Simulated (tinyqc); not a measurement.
Inside a calculation. Model: CMOS latch-up, two-transistor model.

Computed by the program tinyqc: `OMP_NUM_THREADS=1 python tinyqc.py 2670111 2670112 out.jsonl`, one thread of a shared Intel Xeon 2.30GHz, about 0.06 s for the whole run. Printed values are rounded.

A parasitic pnp (emitter at Vdd, base shunted by Rw) and npn (emitter at ground, base shunted by Rs) feed each other: the npn collector current flows out of the pnp base node, the pnp collector current into the npn base node. Forward-active transistors with constant gains: Icn = Isn exp(Vn/Vt), Icp = Isp (exp(Vp/Vt) - 1). A current Ii is injected into the npn base node.

Parameters, values chosen for the exercise; values close to those of bulk CMOS:
- T = 325 K (temperature)
- bn = 22.9 (current gain of the npn)
- bp = 2.2 (current gain of the pnp)
- Isn = 2.6e-14 A (saturation current of the npn at T)
- Isp = 8.2e-15 A (saturation current of the pnp at T)
- Rs = 250 ohm (substrate resistance shunting the npn)
- Rw = 1200 ohm (well resistance shunting the pnp)
- R2 = 180 ohm (resistance from the pnp collector to the npn base)
- Von = 0.71 V (base-emitter voltage in the on state)
- Vsat = 0.14 V (saturation voltage)
- Vdd = 0.9 V (supply voltage)
- Ii = 2.91 mA (current injected into the substrate)

Constants: q = 1.602176634e-19 C, kB = 1.380649e-23 J/K, Vt = kB T/q. Results are converted to the units shown.

## Holding current and voltage

On state with both base-emitter voltages at Von: npn base current Ib = (Von/Rs + bp Von/Rw)/(bn bp - 1), holding current Ih = (bn + 1) Ib + Von/Rs, holding voltage Vh = Vsat + Von + R2 (Ib + Von/Rs).

bn bp = 50.38
Ib = 0.0838734 mA
Ih = 4.84457 mA
Vh = 1.37630 V

Vh is above Vdd = 0.9 V, so the supply cannot sustain a latched state.

## The off branch

| point | Vn (V) |
|---|---|
| 0 | 0.462 |
| 1 | 0.542 |
| 2 | 0.592 |
| 3 | 0.622 |
| 4 | 0.642 |
| 5 | 0.662 |
| 6 | 0.677 |
| 7 | 0.692 |

Node equations: Vp/Rw + Icp/bp = Icn and Vn/Rs + Icn/bn = Icp + Ii. Loop gain G = gn gp/[(1/Rw + gp/bp)(1/Rs + gn/bn)], gn = Icn/Vt, gp = (Icp + Isp)/Vt; the off state ends where G = 1, and Ii there is the trigger current. For each Vn: Icn, then Vp from the first equation, then Ii from the second.

| point | Icn (mA) | Vp (V) | Icp (mA) | Ii (mA) | G |
|---|---|---|---|---|---|
| 0 | 3.7950e-4 | 4.5540e-4 | 1.3443e-13 | 1.8480 | 1.2096e-12 |
| 1 | 0.0066035 | 0.0079242 | 2.6816e-12 | 2.1683 | 2.7413e-11 |
| 2 | 0.039366 | 0.047239 | 3.6095e-11 | 2.3697 | 6.5686e-10 |
| 3 | 0.11490 | 0.13788 | 1.1190e-9 | 2.4930 | 4.7413e-8 |
| 4 | 0.23468 | 0.28161 | 1.9089e-7 | 2.5782 | 1.5699e-5 |
| 5 | 0.47931 | 0.57187 | 0.0060504 | 2.6629 | 0.83605 |
| 6 | 0.81888 | 0.69682 | 0.52403 | 2.2197 | 11.102 |
| 7 | 1.3990 | 0.73041 | 1.7388 | 1.0903 | 17.269 |

Ii peaks at 2.663 mA, at Vn = 0.6623 V where G = 1; beyond it the loop feeds itself.

## Iteration 1: response to the injected current, once round the loop per iteration

Vn at the start = 0.51 V

Icn = Isn exp(Vn/Vt); Vp solves Vp/Rw + Icp/bp = Icn; Vn(new) solves Vn/Rs + (Isn/bn) exp(Vn/Vt) = Icp + Ii.

Icn = 0.00210644 mA
Vp = 0.00252772 V
Icp = 7.74521e-13 mA
Vn after iteration 1 = 0.704031 V

## Iteration 2: response to the injected current, once round the loop per iteration

As before.

Icn = 2.14976 mA
Vp = 0.748828 V
Icp = 3.35661 mA
Vn after iteration 2 = 0.801612 V

## Course of the iteration: response to the injected current, once round the loop per iteration

Stop when Vn changes by less than 1e-9 V, or after 150 iterations. Vn must stay below 1.1 V.

Course of the iteration:

| iteration | Vn (V) | \|change\| (V) |
|---|---|---|
| 1 | 0.704031 | 0.194 |
| 2 | 0.801612 | 0.0976 |
| 3 | 0.910964 | 0.109 |
| 4 | 1.02073 | 0.110 |
| 5 | 1.13050 | 0.110 |

Stopped after 5 iteration(s) without a result. Vn climbs without settling and passes 1.1 V: Ii = 2.91 mA exceeds the trigger current of 2.663 mA, so no off state exists and the structure latches. A rerun with Ii = 2.4 mA converges in 2 iterations.
